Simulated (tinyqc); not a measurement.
Inside a calculation. Model: a barrier in a uniform field, exact transmission by Airy functions.

Numbers from tinyqc (`OMP_NUM_THREADS=1 python tinyqc.py 2580040 2580041 out.jsonl`; about 0.01 s on one thread of a shared Intel Xeon 2.30GHz). Printed values are rounded.

The left lead has its band edge at 0, the barrier edge falls as U(x) = U0 - F x with F = V/d for 0 < x < d, and the right lead has its edge at -V. No transverse momentum; C = hbar^2/(2 m0); psi and psi'/m are continuous. M carries (psi, psi'/m) across the barrier.

Values chosen for this exercise; masses and offsets of a made-up heterostructure: mass in the left lead mL = 0.18 m0; barrier edge at x = 0 U0 = 0.7 eV; mass in the barrier m1 = 0.26 m0; electron energy E = 0.252 eV; barrier width d = 3 nm; voltage across the barrier V = 1.1 V; mass in the right lead mR = 0.18 m0.

Constants: q = 1.602176634e-19 C, hbar = 1.054571817e-34 J s, m0 = 9.1093837015e-31 kg, hbar^2/(2 m0) = 0.0380998212 eV nm^2. Results are converted to the units shown.

Range of the model: Masses are held fixed, although real bands cease to be parabolic a few tenths of an eV from their edges.

## Scaled variables

Energy scale e = (C F^2/m1)^(1/3), z(x) = (U(x) - E)/e, s = (dz/dx)/m1 = -F/(e m1); v = k/m in a lead. vL = sqrt(mL E/C)/mL, vR = sqrt(mR (E + V)/C)/mR.

F = 0.366667 V/nm
e = 0.270083 eV
z1 = 1.65875
z2 = -2.41407
s = -5.22156 1/nm
vL = 6.06181 1/nm
vR = 14.0408 1/nm

z2 < 0: the electron leaves the forbidden region inside the barrier.

## Airy functions at the edges

Ai and Bi solve y'' = z y, with Wronskian Ai Bi' - Ai' Bi = 1/pi.

Airy functions:
```
            Ai         Ai'         Bi        Bi'
z1   0.0575961  -0.0812503    2.21725    2.39873
z2  -0.0531451    0.696383  -0.447366  -0.127414
```

## Transfer matrix

With a = Ai, a' = Ai', b = Bi, b' = Bi' at z1 (left edge) and z2 (right edge): M11 = pi (a2 b1' - b2 a1'), M12 = (pi/s)(b2 a1 - a2 b1), M21 = pi s (a2' b1' - b2' a1'), M22 = pi (b2' a1 - a2' b1).

M (M12 in nm, M21 in 1/nm):
```
           1           2
1  -0.514685  -0.0553944
2   -27.2321    -4.87386
```

## Transmission, exact and WKB

With M acting on (psi, psi'/m) and v = k/m in each lead, T(E) = 4 vL vR/[(vL vR M12 - M21)^2 + (vR M11 + vL M22)^2]. WKB: exp(-S), S = (4/(3 F)) sqrt(m1/C) [max(U0 - E, 0)^1.5 - max(U0 - F d - E, 0)^1.5].

T(E) = 0.183123
S = 2.84846
exp(-S) = 0.0579337
ratio T(E)/exp(-S) = 3.16090

The exact value is 3.16 times the WKB one.
